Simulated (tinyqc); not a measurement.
Configuration-coordinate model of a defect: Huang-Rhys factor and luminescence line shape: one step, computed by the program tinyqc.

Ground state E_g(Q) = (1/2) omega_g^2 Q^2; excited state E_e(Q) = E_0 + (1/2) omega_e^2 (Q - dQ)^2 with omega_e = omega_g and E_0 = E_ZPL. Q is mass-weighted; the dipole does not depend on Q (Condon approximation).

Task: Huang-Rhys factors and vertical energies. S = hbar omega dQ^2/(2 hbar^2/u) for each state; relaxation energy S hbar omega; absorption at E_0 + S_e hbar omega_e, emission at E_0 - S_g hbar omega_g; the Stokes shift is their difference.

Inputs (values chosen for the exercise, for a model defect): zero-phonon energy E_ZPL = 1.16 eV; displacement dQ = 0.759 u^(1/2) angstrom; ground-state phonon hbar omega_g = 17.4 meV.

Modes: equal frequencies in both states.

Constants: hbar^2/u = 4.18015928e-03 eV angstrom^2.

Give: S_g; S_e; relaxation energy, ground state; relaxation energy, excited state; vertical absorption energy; vertical emission energy; Stokes shift.

Result:

S_g = 1.199

S_e = 1.199

relaxation energy, ground state = 0.02086 eV

relaxation energy, excited state = 0.02086 eV

vertical absorption energy = 1.181 eV

vertical emission energy = 1.139 eV

Stokes shift = 0.04172 eV

The coupling is intermediate: phonon replicas can be resolved beside the zero-phonon line.
